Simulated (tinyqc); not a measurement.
Band bending at a free surface with a continuum of surface states, surface photovoltage and Kelvin probe: one step of the calculation.

n-type bulk, xi = Ec - EF = Vt ln(Nc/Nd), p0 = ni^2/Nd, ni = sqrt(Nc Nv) exp(-Eg/(2 Vt)), Eg in volts. b is the upward band bending, u = b/Vt. Space charge per area, in units of q: Qc = sign(b) sqrt((2 eps0 eps_r Vt/q) [(Nd + dn)(exp(-u) - 1) + Nd u + (p0 + dn)(exp(u) - 1)]), with dn the excess density under light (flat quasi-Fermi levels; 0 in the dark). The states hold -Ds (E0 - xi - b): negative while the Fermi level lies above the neutrality level. Neutrality: Qc + Qf + (charge of the states) = 0.

Problem. Work function and Kelvin-probe reading. Work function chi + xi + b; contact potential difference CPD = (work function of the sample) - pt. Depth of EF below Ec at the surface: xi + b. Depletion width Qc/Nd.

Parameters, values chosen for the exercise; band and dielectric values close to those of silicon:
```
symbol    value   unit                                                    meaning
T           300      K                                                temperature
Eg         1.13     eV                                                   band gap
eps_r      11.8                                             relative permittivity
Nc      2.77e19  cm^-3                     conduction-band density of states at T
Nv      2.65e19  cm^-3                        valence-band density of states at T
chi        4.13     eV                                          electron affinity
Nd       1.1e15  cm^-3                                              donor density
pt         4.68     eV                             work function of the probe tip
E0         0.59     eV  depth of their neutrality level below the conduction edge
```

Constants: q = 1.602176634e-19 C, kB = 1.380649e-23 J/K, Vt = kB T/q, eps0 = 8.8541878128e-14 F/cm where lengths are in cm. Results are converted to the units shown.

converged b = 0.19989094 V

Wanted: xi + b; Qc; Qc/Nd; work function; CPD.

Solution.

xi + b = 0.4619 eV
Qc = 4.997e10 cm^-2
Qc/Nd = 454.3 nm
work function = 4.592 eV
CPD = -88.13 mV

The Fermi level lies 128 meV above the neutrality level.

Computed by the program tinyqc: `OMP_NUM_THREADS=1 python tinyqc.py 2430004 2430005 out.jsonl`, one thread of a shared Intel Xeon 2.30GHz, about 0.01 s for the whole run.
